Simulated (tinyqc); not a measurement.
Worked calculation: Brillouin zone and empty-lattice bands of the hcp structure. Values are carried at full precision from step to step, so a last printed digit may differ when a step is redone from the rounded ones.

Primitive vectors a1 = a (1,0,0), a2 = a (-1/2, sqrt3/2, 0), a3 = (0,0,c); atoms at 0 and a1/3 + 2 a2/3 + a3/2. Reciprocal vectors obey a_i.b_j = 2 pi delta_ij; k is given in units of 2 pi/a. Empty-lattice levels are c0 (2 pi/a)^2 |k + G|^2, c0 = hbar^2/2m0. Points: M = (1/2, 1/(2 sqrt3), 0), K = (2/3, 0, 0), A = (0, 0, a/2c), L = M + A, H = K + A.

Constants: hbar^2/2m0 = 3.80998211 eV angstrom^2; a0 (Bohr radius) = 0.5291772105 angstrom.

Parameters, chosen for this exercise (lattice near that of Zn; not measured data):
```
symbol  value  unit      meaning
a       2.645  angstrom  lattice constant
ca      1.852            c/a
Z       2                free electrons per atom
V1      -1.05  eV        atomic form factor on the shell that bounds the zone
```

## Reciprocal lattice

Give b1, b2, b3, the cell volume, the zone volume (2 pi)^3/V and the energy unit c0 (2 pi/a)^2.

b1, b2, b3 as rows (2 pi/a):
```
        1       2       3
1  1.0000  0.5774  0.0000
2  0.0000  1.1547  0.0000
3  0.0000  0.0000  0.5400
```

cell volume = 29.679 angstrom^3
zone volume = 8.3578 1/angstrom^3
energy unit = 21.4996 eV

## Shells of G and Bragg planes

List the first six shells of G with their number, the structure factor |sum over atoms of exp(i G.tau)|/(atoms per cell), and the distance |G|/2 of the Bragg plane from Gamma.

Shells:
```
|G|^2 ((2 pi/a)^2)  number  structure factor  |G|/2 (2 pi/a)
0.2916                   2            0.0000          0.2700
1.1662                   2            1.0000          0.5400
1.3333                   6            0.5000          0.5774
1.6249                  12            0.8660          0.6374
2.4995                  12            0.5000          0.7905
2.6240                   2            0.0000          0.8099
```

The structure factor vanishes at |G|^2 = 0.292 and 2.624: no first-order gap opens on those planes.

## The free-electron sphere

n = 2 Z/V, kF = (3 pi^2 n)^(1/3), EF = c0 kF^2, rs = (3/(4 pi n))^(1/3)/a0; compare kF with |k| of the points on the zone surface.

n = 0.13478 1/angstrom^3
kF = 0.6677 2 pi/a
EF = 9.585 eV
rs = 2.286

Points:
```
point  |k| (2 pi/a)  kF/|k|  lowest level (eV)  levels below EF
M            0.5774   1.157              7.167                2
K            0.6667   1.002              9.555                3
A            0.2700   2.473              1.567                2
L            0.6374   1.048              8.734                4
H            0.7193   0.928             11.122                0
```

The sphere passes beyond M, K, A and L but not H: electrons spill into higher bands while the corners of the first zone stay empty. Free electrons ignore the d bands of this metal.

## Empty-lattice levels at Gamma, M and L

Give the five lowest values of |k + G|^2 with their degeneracy (spin not counted).

Levels:
```
point  |k + G|^2  degeneracy  E (eV)
Gamma     0.0000           1   0.000
Gamma     0.2916           2   6.268
Gamma     1.1662           2  25.073
Gamma     1.3333           6  28.666
Gamma     1.6249          12  34.934
M         0.3333           2   7.167
M         0.6249           4  13.435
M         1.0000           2  21.500
M         1.2916           4  27.768
M         1.4995           4  32.240
L         0.4062           4   8.734
L         0.9893           4  21.270
L         1.0729           4  23.067
L         1.6560           4  35.603
L         2.1555           4  46.343
```

The lowest level is 2-fold at M and 4-fold at L: as many zones meet there, and these are the lowest sets at these points on which a weak potential acts. On the face A-H-L of hcp the levels stay paired: the structure factor of (0001) vanishes, and without spin-orbit coupling the screw axis with time reversal keeps the pairing to all orders.

## The gap at M

At M two waves k and k - G with G = 2k are degenerate at E0. With V = |V1| x structure factor of G the levels are E0 -/+ V, and the masses normal to the face are 1/(1 -/+ 2 E0/V).

structure factor = 0.5000
E0 = 7.167 eV

levels (eV): 6.642  7.692

masses normal to the face, lower and upper (m0): -0.0380  0.0353

EF of the free sphere, 9.59 eV, lies above the gap: the upper band holds electrons here (EF = c0 (3 pi^2 n)^(2/3) for 4 electrons a cell; its shift by the potential is neglected).

## Checks

- a_i.b_j/(2 pi) against the unit matrix: they agree to 1e-10 or better.

tinyqc: `OMP_NUM_THREADS=1 python tinyqc.py 1880911 1880912 out.jsonl`; about 0.02 s, one thread, shared Intel(R) Xeon(R) Processor @ 2.30GHz.
